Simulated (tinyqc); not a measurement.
# Undoped gate-all-around wire MOSFET, analytic charge model: effects of single changes

An undoped round wire of radius R under an insulator shell and a surrounding gate; long channel, electrons only, n = ni exp((psi - V)/Vt) with V the quasi-Fermi potential (0 at the source, Vd at the drain), constant mobility, no quantisation. The radial Poisson equation gives n(r) = n(0)/(1 - (1 - b) r^2/R^2)^2 with b = Q0/(Q + Q0). Q is the electron charge per area of the wire surface.

Inputs (values chosen for the exercise); material values close to those of silicon: temperature T = 350 K; band gap Eg = 1.1 eV; relative permittivity of the semiconductor eps_r = 11.8; conduction-band density of states at T Nc = 3.45e19 cm^-3; valence-band density of states at T Nv = 3.34e19 cm^-3; relative permittivity of the gate insulator eox = 8.92; insulator thickness tox = 3.5 nm; wire radius R = 5 nm; gate work function less that of the intrinsic body dphi = -0.17 V; channel mobility mu = 780 cm^2/(V s); gate length L = 1 um; drain voltage Vd = 0.8 V.

Constants: q = 1.602176634e-19 C, kB = 1.380649e-23 J/K, Vt = kB T/q, eps0 = 8.8541878128e-14 F/cm where lengths are in cm. Results are converted to the units shown.

Each table varies one quantity; the others keep the values above.

## Effect of the gate work function less that of the intrinsic body

ni = sqrt(Nc Nv) exp(-Eg/(2 Vt)), Eg in volts; Cox = eps0 eox/(R ln(1 + tox/R)); Q0 = 4 eps0 eps_r Vt/R; V0 = dphi + Vt ln[8 eps0 eps_r Vt/(q ni R^2)]. Q solves Vg - V0 - V = Q/Cox + Vt ln(Q/Q0) + Vt ln(1 + Q/Q0). I = mu (2 pi R/L)[2 Vt (Qs - Qd) + (Qs^2 - Qd^2)/(2 Cox) + Vt Q0 ln((Qd + Q0)/(Qs + Q0))], with Qs at V = 0 and Qd at V = Vd.  I(low) is taken at Vg = 0.08 V, Qs and I(high) at Vg = 0.83 V.

Effect of the gate work function less that of the intrinsic body:

| dphi (V) | V0 (V) | I(low) (nA) | Qs(high) (nC/cm^2) | I(high) (uA) |
|---|---|---|---|---|
| -0.32 | 0.1792 | 6.520 | 1593 | 12.43 |
| -0.27 | 0.2292 | 1.308 | 1459 | 10.56 |
| -0.22 | 0.2792 | 0.2519 | 1326 | 8.855 |
| -0.17 | 0.3292 | 0.04809 | 1194 | 7.311 |
| -0.12 | 0.3792 | 0.009169 | 1064 | 5.928 |
| -0.07 | 0.4292 | 0.001747 | 936.2 | 4.702 |
| -0.02 | 0.4792 | 3.330e-4 | 810.4 | 3.633 |

As dphi goes from -0.32 to -0.02 V, I(low) falls from 6.52 to 3.33e-4 nA and I(high) falls from 12.4 to 3.63 uA. V0 rises from 0.179 to 0.479 V. In every row the surface density at the source at the higher gate voltage passes 0.3 Nc, where Boltzmann statistics fail. For dphi = -0.32 to -0.07 V mu V/L at the higher gate voltage, with V the smaller of Vd and Vg - V0, passes 3e6 cm/s, so velocity saturation would lower the current. In every row the body is thin enough for quantum confinement, left out here, to raise the threshold.

## Output curve

Same model as above.

I = mu (2 pi R/L)[2 Vt (Qs - Qd) + (Qs^2 - Qd^2)/(2 Cox) + Vt Q0 ln((Qd + Q0)/(Qs + Q0))], with Qs at V = 0 and Qd at V = Vd.

In this table Vg = 0.63 V.

Output curve:

| Vd (V) | Qd (nC/cm^2) | Qd/Qs | I (uA) |
|---|---|---|---|
| 0.06 | 544.5 | 0.7921 | 0.9048 |
| 0.11 | 430.6 | 0.6264 | 1.502 |
| 0.16 | 322.9 | 0.4698 | 1.962 |
| 0.22 | 205.5 | 0.2989 | 2.349 |
| 0.27 | 121.7 | 0.1771 | 2.548 |
| 0.32 | 57.39 | 0.08349 | 2.655 |
| 0.38 | 14.66 | 0.02133 | 2.703 |
| 0.43 | 3.310 | 0.004816 | 2.713 |
| 0.48 | 0.6566 | 9.552e-4 | 2.715 |

The current rises from 0.905 to 2.71 uA, while the charge at the drain end falls from 0.79 to 9.6e-4 of that at the source. The current first comes within 1 % of its last value at Vd = 0.38 V among the rows. Over the last rows Qd falls by a factor of e for each Vt of drain voltage: the drain end is in weak inversion. In every row the surface density at the source passes 0.3 Nc, where Boltzmann statistics fail. In every row the body is thin enough for quantum confinement, left out here, to raise the threshold.

## Effect of the wire radius

Same model as above.

Result of one run:

| R (nm) | V0 (V) | I(low) (nA) | Qs(high) (nC/cm^2) | I(high) (uA) |
|---|---|---|---|---|
| 1.7 | 0.3942 | 0.005562 | 1574 | 3.061 |

What becomes of these results when the wire radius R is changed from 1.7 to 4.6 nm, all else the same?

Result of the changed run:

| R (nm) | V0 (V) | I(low) (nA) | Qs(high) (nC/cm^2) | I(high) (uA) |
|---|---|---|---|---|
| 4.6 | 0.3342 | 0.04071 | 1213 | 6.805 |

The whole series:

| R (nm) | V0 (V) | I(low) (nA) | Qs(high) (nC/cm^2) | I(high) (uA) |
|---|---|---|---|---|
| 1.7 | 0.3942 | 0.005562 | 1574 | 3.061 |
| 2.3 | 0.3760 | 0.01018 | 1434 | 3.856 |
| 3.3 | 0.3542 | 0.02095 | 1304 | 5.150 |
| 4.6 | 0.3342 | 0.04071 | 1213 | 6.805 |
| 6.4 | 0.3143 | 0.07878 | 1145 | 9.077 |
| 8.9 | 0.2944 | 0.1523 | 1093 | 12.22 |
| 12 | 0.2764 | 0.2767 | 1058 | 16.11 |

As R goes from 1.7 to 12 nm, I(low) rises from 0.00556 to 0.277 nA and I(high) rises from 3.06 to 16.1 uA. On average I(low) goes as R^(2.00) and I(high) goes as R^(0.85). Below threshold the charge is proportional to the cross-section of the body; above it the insulator sets the charge. In every row the surface density at the source at the higher gate voltage passes 0.3 Nc, where Boltzmann statistics fail. In every row mu V/L at the higher gate voltage, with V the smaller of Vd and Vg - V0, passes 3e6 cm/s, so velocity saturation would lower the current. For R = 1.7 to 6.4 nm the body is thin enough for quantum confinement, left out here, to raise the threshold.

tinyqc, about 0.01 s, one thread, Intel Xeon 2.30GHz (shared host): `OMP_NUM_THREADS=1 python tinyqc.py 2460037 2460038 out.jsonl`
